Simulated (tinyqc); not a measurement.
# Current crowding under a contact, resistor ladder against the transmission-line model: effects of single changes

A metal contact of length d and width W on a thin layer of the same width. The metal has no resistance, the sheet resistance under it equals Rsh, and current enters the layer at the front edge x = 0.

Parameters, values chosen for the exercise:
```
symbol   value      unit                                      meaning
Rsh       2600    ohm/sq  sheet resistance of the semiconductor layer
rc      7.7e-9  ohm cm^2                 specific contact resistivity
d        0.069        um                               contact length
W            1        um                                contact width
```

Each table varies one quantity; the others keep the values above.

## Effect of the sheet resistance

Transfer length Lt = sqrt(rc/Rsh); front resistance Rc = (Rsh Lt/W) coth(d/Lt); end resistance Re = (Rsh Lt/W)/sinh(d/Lt).

Results:
```
Rsh (ohm/sq)	Lt (um)	d/Lt	Rc W (ohm um)	Re W (ohm um)
110	0.08367	0.8247	13.58	9.988
670	0.03390	2.035	23.50	6.037
1700	0.02128	3.242	36.29	2.832
4100	0.01370	5.035	56.19	0.7312
10000	0.008775	7.863	87.75	0.06750
25000	0.005550	12.43	138.7	0.001106
61000	0.003553	19.42	216.7	1.594e-6
```

Estimate the missing row, Rsh = 270 ohm/sq.

Computed row:
```
Rsh (ohm/sq)	Lt (um)	d/Lt	Rc W (ohm um)	Re W (ohm um)
270	0.05340	1.292	16.77	8.568
```

With this row back in the table: Rc W rises from 13.6 to 217 ohm um while Re W falls from 9.99 to 1.59e-6 ohm um; for Rsh going to zero both tend to rc/d = 11.2 ohm um. A larger Rsh shortens Lt and crowds the current to the front edge. In 4 of the 8 rows Lt is below 20 nm, near the thickness of a real layer, where current spreads in depth and the line model fails.

## Convergence with the number of cells

Cut the contact into n cells of length hc = d/n. Neighbouring cell centres are joined by a = W/(Rsh hc), each centre joins the metal (0 V) by g = W hc/rc, and I enters cell 1 through half a cell: -a v_(i-1) + b_i v_i - a v_(i+1) = I for i = 1 and 0 otherwise, b_i = g + 2 a (g + a at both ends). Rc = v_1/I + 1/(2 a). The error is against Transfer length Lt = sqrt(rc/Rsh); front resistance Rc = (Rsh Lt/W) coth(d/Lt); end resistance Re = (Rsh Lt/W)/sinh(d/Lt).

Convergence with the number of cells:
```
n	hc/Lt	Rc (ohm)	error (%)
1	4.0095	100.86	125
2	2.0048	63.461	41.7
4	1.0024	50.093	11.9
8	0.50119	46.160	3.10
16	0.25059	45.124	0.783
32	0.12530	44.861	0.196
64	0.062648	44.795	0.0491
```

What does the comparison show?

The exact Rc is 44.773 ohm. The error falls from 130 % to 0.049 %, by a factor of 4.0 over the last doubling: second order in the cell length. In every row Lt is below 20 nm, near the thickness of a real layer, where current spreads in depth and the line model fails.

Computed by the program tinyqc: `OMP_NUM_THREADS=1 python tinyqc.py 2760093 2760094 out.jsonl`, one thread of a shared Intel Xeon 2.30GHz, about 0.01 s for the whole run.
